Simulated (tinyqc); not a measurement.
Worked calculation: Pariser-Parr-Pople SCF with singles CI, for the molecule O=c1ccccc(O)c1 (SMILES; centres numbered as the heavy atoms are written). One step of it, computed by the program tinyqc.

Question. Iteration 2: Fock matrix. F_rr = H_rr + P_rr gamma_rr / 2 + sum_(s != r) P_ss gamma_rs; F_rs = H_rs - P_rs gamma_rs / 2; E = tr P (H + F) / 2 + core repulsion sum_(r<s) z_r z_s gamma_rs.

P after iteration 1, lower triangle:
```
           1O         2C         3C         4C         5C         6C        7C         8O
1O   1.522991
2C   0.708575   0.807086
3C  -0.088436   0.425070   0.894859
4C  -0.250314   0.096096   0.785840   0.979739
5C   0.115681  -0.119017   0.081570   0.520366   0.935017
6C   0.165962  -0.101740  -0.334843   0.008530   0.774496   1.034465
7C  -0.234444   0.130829  -0.084138  -0.154885   0.042928   0.483253  0.951264
8O   0.108481  -0.090280   0.072275   0.074683  -0.096210  -0.109970  0.380895   1.853947
9C  -0.215097   0.470112   0.227639  -0.098656  -0.282583   0.057052  0.716951  -0.271336

          9C
9C  1.020632
```

core matrix H (eV), lower triangle:
```
            1O          2C          3C          4C          5C          6C          7C          8O
1O  -48.135178
2C   -2.510000  -47.914910
3C    0.000000   -2.390000  -45.368901
4C    0.000000    0.000000   -2.390000  -44.206123
5C    0.000000    0.000000    0.000000   -2.390000  -44.706412
6C    0.000000    0.000000    0.000000    0.000000   -2.390000  -47.299694
7C    0.000000    0.000000    0.000000    0.000000    0.000000   -2.390000  -51.491036
8O    0.000000    0.000000    0.000000    0.000000    0.000000    0.000000   -2.240000  -62.363885
9C    0.000000   -2.390000    0.000000    0.000000    0.000000    0.000000   -2.390000    0.000000

            9C
9C  -48.891180
```

repulsion gamma_rs (eV), lower triangle:
```
           1O         2C         3C         4C         5C         6C         7C         8O
1O  15.200000
2C   5.773265  11.130000
3C   4.155979   5.345136  11.130000
4C   2.990823   3.773541   5.346273  11.130000
5C   2.564498   3.243926   3.773156   5.345539  11.130000
6C   2.564280   3.243627   3.243332   3.773156   5.346273  11.130000
7C   2.990801   3.773721   3.243627   3.243926   3.773541   5.345136  11.130000
8O   2.619679   3.128002   2.664483   2.664719   3.128026   4.425729   6.307297  21.500000
9C   4.156175   5.345691   3.772432   3.243428   3.243428   3.772432   5.345691   4.425951

           9C
9C  11.130000
```

Centres (angstrom, eV; a flat drawing with bonds scaled to 1.40 angstrom):
```
centre          x          y  core charge z          W   gamma_rr
1O       2.356000  -1.461000              1  17.700000  15.200000
2C       1.261000  -0.588000              1  11.160000  11.130000
3C       1.573000   0.777000              1  11.160000  11.130000
4C       0.700000   1.871000              1  11.160000  11.130000
5C      -0.700000   1.871000              1  11.160000  11.130000
6C      -1.573000   0.777000              1  11.160000  11.130000
7C      -1.261000  -0.588000              1  11.160000  11.130000
8O      -2.356000  -1.461000              2  33.000000  21.500000
9C       0.000000  -1.196000              1  11.160000  11.130000
```

Give: F; pi energy.

Answer.

F (eV), lower triangle:
```
        1O      2C      3C      4C      5C      6C      7C       8O
1O  -8.257
2C  -4.555  -4.917
3C   0.184  -3.526  -5.749
4C   0.374  -0.181  -4.491  -6.131
5C  -0.148   0.193  -0.154  -3.781  -6.136
6C  -0.213   0.165   0.543  -0.016  -4.460  -6.282
7C   0.351  -0.247   0.136   0.251  -0.081  -3.682  -6.309
8O  -0.142   0.141  -0.096  -0.100   0.150   0.243  -3.441  -12.904
9C   0.447  -3.647  -0.429   0.160   0.458  -0.108  -4.306    0.600

        9C
9C  -5.788
```

pi energy = -153.339 eV
